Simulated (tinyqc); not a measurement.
From results back to parameters: ellipsoidal valleys in the axes of a wafer and a channel. Four cases, with inputs chosen for the exercise.

Problem. A valley whose axis makes az^2 = 0.333333 with the surface normal has 1/mz = az^2/ml + (1 - az^2)/mt and mz md^2 = ml mt^2. Its confinement and density-of-states masses are given, and ml > mt.

Find: ml mt^2; mt; ml.

Method. Put ml = (mz md^2)/mt^2 into the first relation and solve for mt below (mz md^2)^(1/3), the value at which ml = mt; a scan of that range finds one root.

Case 1.

mz, md (m0): 0.2852498  0.4101252

Solution.

ml mt^2 = 0.047980
mt = 0.208 m0
ml = 1.109 m0

Case 2.

mz, md (m0): 0.1212080  0.2946959

Solution.

ml mt^2 = 0.010526
mt = 0.083 m0
ml = 1.528 m0

Case 3.

mz, md (m0): 0.1184370  0.2945352

Solution.

ml mt^2 = 0.010275
mt = 0.081 m0
ml = 1.566 m0

Case 4.

mz, md (m0): 0.1183648  0.2911237

Solution.

ml mt^2 = 0.010032
mt = 0.081 m0
ml = 1.529 m0

Computed by tinyqc, one run a case: `OMP_NUM_THREADS=1 python tinyqc.py N N+1 out.jsonl` with N = 1880458, 1880576, 1880620, 1880804; one thread of a shared Intel(R) Xeon(R) Processor @ 2.30GHz, about 0.01 s a run at most.
